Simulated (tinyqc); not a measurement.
Self-heating of a transistor with one or more fingers, with temperature-dependent conductivity. Changing the power per gate width P. Computed by tinyqc, a small Python program. Command: `OMP_NUM_THREADS=1 python tinyqc.py 3022179 3022180 out.jsonl selfheat sweep`. One thread of a shared host (Intel(R) Xeon(R) Processor @ 2.30GHz), about 0.1 s of CPU time with the checks.

N long parallel fingers lie on the top face of a slab whose bottom is held at T_0; the top is otherwise insulated, and heat flows in two dimensions. P in W/mm is 1000 P in W/m.

Inputs (values chosen for the exercise, modelled on germanium):
```
quantity,value,unit
conductivity at the base temperature kappa_0,60.6,W/(m K)
exponent m in kappa ~ T^-m,1.25,-
base temperature T_0,300,K
fingers N,1,-
finger pitch s,11,micrometre
width of the heat source w,0.14,micrometre
substrate thickness t,47,micrometre
phonon free path Lambda,98,nm
```

Power: power rises with temperature.

Method:
- A line source of power P on the top face raises the top at distance x by (P/(pi kappa_0)) g(x), g(x) = -ln tanh(pi x/(4 t)) (the image sum for the slab). On a strip of width w the centre sees the mean of g over the strip, g_0 = 1 + ln(8 t/(pi w)) for w much below t.
- theta_i = (P/(pi kappa_0)) [g_0 + sum over j != i of g(|i - j| s)], with equal powers and constant conductivity; thermal resistance = largest theta/P.
- Kirchhoff transformation for kappa = kappa_0 (T/T_0)^-m: T = T_0 [1 - (m - 1) theta/T_0]^(-1/(m - 1)), where theta is the linear rise.
- The bracket vanishes at the power P T_0/((m - 1) theta).

One run for each value:
```
power per gate width P (W/mm),true rise (K),true rise / linear rise,largest theta (K),peak temperature (K)
0.047,1.921,1.0040,1.914,301.92
0.069,2.826,1.0059,2.809,302.83
0.100,4.106,1.0085,4.071,304.11
0.150,6.185,1.0129,6.107,306.19
0.230,9.550,1.0198,9.364,309.55
0.340,14.251,1.0295,13.842,314.25
0.510,21.694,1.0448,20.764,321.69
0.750,32.581,1.0670,30.535,332.58
1.100,49.296,1.1007,44.784,349.30
```

Over the rows, true rise (K) rises from 1.92 to 49.3 (exponent d ln y / d ln x 1.0 between the first rows and 1.1 between the last); true rise / linear rise rises from 1.00 to 1.10 (exponent d ln y / d ln x 0.0049 between the first rows and 0.081 between the last); largest theta (K) rises from 1.91 to 44.8 (exponent d ln y / d ln x about 1.0 throughout). At the low end the exponent of true rise is 1.00, close to 1: the linear regime. The hot zone conducts worse, so the rise outgrows the power: the ratio to the linear rise reaches 1.10 in the last row.

Caution (all rows): the source is narrower than two phonon free paths, so the Fourier result understates the rise at the source.

Extremes, crossings and ranges named in words are read from the listed rows.
